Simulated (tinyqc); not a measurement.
# Worked calculation: energy and delay of logic against supply voltage

Computed by the program tinyqc: `OMP_NUM_THREADS=1 python tinyqc.py 2082053 2082054 out.jsonl`, one thread of a shared Intel Xeon 2.30GHz, about 0.01 s for the whole run. Printed values are rounded.

One expression serves below and above threshold: I(Vg) = Ik [ln(1 + exp((Vg - VT + dd V)/(al nf Vt)))]^al, with I_on = I(V) and I_off = I(0). Gate delay td = kd C V/I_on, clock period LD td. Per gate and cycle the switching energy is act C V^2 and the leakage energy I_off V LD td. No short-circuit current, no variation. Minima are sought above 0.09 V; below a few Vt gates no longer switch and the model has no meaning.

Inputs (values chosen for the exercise); values of the order met in logic technologies: temperature T = 250 K; threshold voltage at zero drain bias VT = 0.35 V; slope factor nf = 1.25; barrier lowering per volt of supply dd = 0.1; specific current of a gate Ik = 0.32 uA; exponent of the current law al = 1.37; load capacitance of a gate C = 2.5 fF; delay factor kd = 1.1; logic depth LD = 16; activity factor act = 0.01; supply voltage V = 0.72 V.

Constants: q = 1.602176634e-19 C, kB = 1.380649e-23 J/K, Vt = kB T/q. Results are converted to the units shown.

## Currents, delay and energies

I_on, I_off, td, clock frequency 1/(LD td), both energies and their sum.

I_on = 9.60874 uA
I_off = 0.0105100 nA
td = 206.062 ps
clock frequency = 0.303306 GHz
switching energy = 12.96 aJ
leakage energy = 0.0249492 aJ
energy = 12.9849 aJ

I_on/I_off = 9.14e5; leakage makes up 0.192 % of the energy.

## Starting value

V = 0.27 V.

V at the start = 0.27 V

## Iteration 1: new V

Minimum-energy supply: E(V) is the energy per gate and cycle; with h = 0.001 V, E' = (E(V + h) - E(V - h))/(2 h), E'' = (E(V - h) - 2 E(V) + E(V + h))/h^2, V(new) = V - E'/E''.

E' = 9.27582 aJ/V
E'' = 170.611 aJ/V^2
V after iteration 1 = 0.215632 V

## Iteration 2: new V

As before.

E' = -8.15815 aJ/V
E'' = 548.522 aJ/V^2
V after iteration 2 = 0.230505 V

## Course of the iteration

Stop when the step is below 1e-9 V, or after 40 iterations.

Course of the iteration:
```
iteration  V before the step (V)   step (V)
1                           0.27    -0.0544
2                       0.215632     0.0149
3                       0.230505    3.04e-3
4                       0.233543    1.07e-4
5                       0.233650    1.21e-7
6                       0.233650  -4.91e-12
```

Converged in 6 iterations. There leakage makes up 24.0 % of the energy and the clock runs at 0.934 MHz.
